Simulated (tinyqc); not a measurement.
From results back to parameters: band-to-band tunnelling across a p-n junction in a two-band chain. Four cases, with inputs chosen for the exercise.

Problem. In a uniform field T = exp(-B/F), B = (pi/4) sqrt(m/c) Eg^(3/2), c = hbar^2/2m0, 1 V/angstrom = 100 MV/cm. m is the band-edge mass, the same for both bands (twice the reduced mass). The ratio below comes from a hidden m.

Constants: hbar^2/2m0 = 3.80998211 eV angstrom^2.

Case 1.

Values chosen (out of a larger set: gap and mass near those of GaSb; not measured data):
- Eg = 0.764 eV (gap)
- F1 = 1.05 MV/cm (first field)
- F2 = 2.24 MV/cm (second field)

ln(T2/T1) = 2.742681

Case 2.

Values chosen (out of a larger set: gap and mass near those of GaSb; not measured data):
- Eg = 0.724 eV (gap)
- F1 = 0.92 MV/cm (first field)
- F2 = 2.18 MV/cm (second field)

ln(T2/T1) = 3.172390

Case 3.

Values chosen (out of a larger set: gap and mass near those of InGaAs; not measured data):
- Eg = 0.771 eV (gap)
- F1 = 1.25 MV/cm (first field)
- F2 = 2.31 MV/cm (second field)

ln(T2/T1) = 2.104727

Case 4.

Values chosen (out of a larger set: gap and mass near those of InGaAs; not measured data):
- Eg = 0.761 eV (gap)
- F1 = 1.25 MV/cm (first field)
- F2 = 2.35 MV/cm (second field)

ln(T2/T1) = 2.126618

Find: B; m.

Solution. B is the logarithm over 1/F1 - 1/F2, and m = c (4B/pi)^2/Eg^3 with B in V/angstrom.

Case 1.

B = 5.421 MV/cm
m = 0.0407 m0

Case 2.

B = 5.050 MV/cm
m = 0.0415 m0

Case 3.

B = 5.733 MV/cm
m = 0.0443 m0

Case 4.

B = 5.679 MV/cm
m = 0.0452 m0

Computed by tinyqc, one run a case: `OMP_NUM_THREADS=1 python tinyqc.py N N+1 out.jsonl` with N = 1481298, 1481299, 1481312, 1481333; one thread of a shared Intel(R) Xeon(R) Processor @ 2.30GHz, about 0.01 s a run at most.
